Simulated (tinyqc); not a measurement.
Mesh size and shift: special k points of the square lattice.

Lattice vectors in units of a: a1 = (1, 0), a2 = (0, 1); reciprocal vectors b_i with a_i . b_j = 2 pi delta_ij. Mesh: k = sum_i f_i b_i with f_i = (2 j_i + shift)/(2 N), j_i = 0 .. N-1. The point group of the lattice has 8 operations; only those that map the mesh onto itself are used.

A_m(k) = sum over the m-th star of lattice vectors R of cos(k . R), stars in order of length: m = 1: |R|^2 = 1, 4 vectors, such as (1, 0) in the basis a_i; m = 2: |R|^2 = 2, 4 vectors, such as (1, 1) in the basis a_i; m = 3: |R|^2 = 4, 4 vectors, such as (2, 0) in the basis a_i; m = 4: |R|^2 = 5, 8 vectors, such as (2, 1) in the basis a_i; m = 5: |R|^2 = 8, 4 vectors, such as (2, 2) in the basis a_i; m = 6: |R|^2 = 9, 4 vectors, such as (3, 0) in the basis a_i. The zone mean of every A_m is zero.

Test function, the lower band of a two-band insulator: E(k) = -sqrt(D^2 + (e0 - t A_1(k))^2).
Values chosen for the exercise: D = 1.96 eV (half gap term); t = 1.02 eV (coupling); e0 = 1.55 eV (offset).

Errors of the mean of E against the unshifted mesh with N = 96. The fifth column is |R|^2 of the shortest star with a non-zero mean.

Meshes:

| mesh | points | irreducible | operations | \|R\|^2 missed | error (meV) |
|---|---|---|---|---|---|
| 2 Gamma | 4 | 3 | 8 | 4.00 | -496.833 |
| 2 shifted | 4 | 1 | 8 | 4.00 | 544.209 |
| 3 Gamma | 9 | 3 | 8 | 9.00 | -32.832 |
| 3 shifted | 9 | 3 | 8 | 9.00 | 46.238 |
| 4 Gamma | 16 | 6 | 8 | 16.00 | 5.729 |
| 4 shifted | 16 | 3 | 8 | 16.00 | -11.443 |
| 5 Gamma | 25 | 6 | 8 | 25.00 | 0.997 |
| 5 shifted | 25 | 6 | 8 | 25.00 | 0.357 |
| 6 Gamma | 36 | 10 | 8 | 36.00 | -0.758 |
| 6 shifted | 36 | 6 | 8 | 36.00 | 0.583 |
| 8 Gamma | 64 | 15 | 8 | >49 | 0.073 |
| 8 shifted | 64 | 10 | 8 | >49 | -0.049 |
| 10 Gamma | 100 | 21 | 8 | >49 | -0.004 |
| 10 shifted | 100 | 15 | 8 | >49 | 0.006 |

reference mean = -3.04303 eV

How do the results move, and what explains it?

The shifted mesh has the smaller error for 3 of 7 values of N and the larger for 4. The cheapest mesh within 1 meV is 5 Gamma, 5 shifted and 6 shifted, with 6 irreducible points. A mesh misses the lattice vectors N (n1 a1 + n2 a2 + ...); the half shift gives each the sign (-1)^(n1 + n2 + ...), so the 4 shortest ones add up to -4 in place of 4: their term only changes sign. The shift keeps the full symmetry; it leaves fewer irreducible points for N = 2, 4, 6, 8 and 10.

Run: tinyqc, `OMP_NUM_THREADS=1 python tinyqc.py 1651168 1651169 out.jsonl`; Intel(R) Xeon(R) Processor @ 2.30GHz, one thread, shared host; about 0.07 s of CPU time with all checks.
